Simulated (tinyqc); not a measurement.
Velocity overshoot from momentum and energy balance equations after a field step: one step, computed by the program tinyqc.

At t = 0 the field jumps from 0 to F in a uniform sample. v is the drift velocity and u = w - (3/2) k_B T the excess energy per carrier.

Question. First four steps. dv/dt = e F/m - v/tau_m(u), du/dt = e F v - u/tau_E, tau_m(u) = tau_0/(1 + c u), tau_0 = m mu_0/e, c = mu_0/(e tau_E v_s^2); this choice gives the steady state v (1 + mu_0 F v/v_s^2) = mu_0 F, which saturates at v_s. Step: v_new = v + dt (e F/m - v/tau_m(u)), u_new = u + dt (e F v - u/tau_E). Start v = u = 0; the distance adds dt (v + v_new)/2.

Inputs (values chosen for the exercise, modelled on electrons in silicon except for tau_E):
```
quantity                      value   unit
energy relaxation time tau_E    0.6     ps
field after the step F           13  kV/cm
lattice temperature T           300      K
time step dt                    7.5     fs
```

Scheme: explicit Euler.

c = 20.66116 1/eV

tau_0 = 213.2111 fs

acceleration e F/m = 0.009145864 1e7 cm/s per fs

Give: Steps.

Answer.

Steps:
```
step  t (fs)  v (1e7 cm/s)     u (eV)  tau_m (fs)
1        7.5        0.0686          0       213.2
2       15.0        0.1348  6.688e-05       212.9
3       22.5        0.1986  1.974e-04       212.3
4       30.0        0.2602  3.886e-04       211.5
```

After the first step u is still 0, below the drift energy m v^2/2, because the explicit scheme uses the old v: an error of the finite time step.
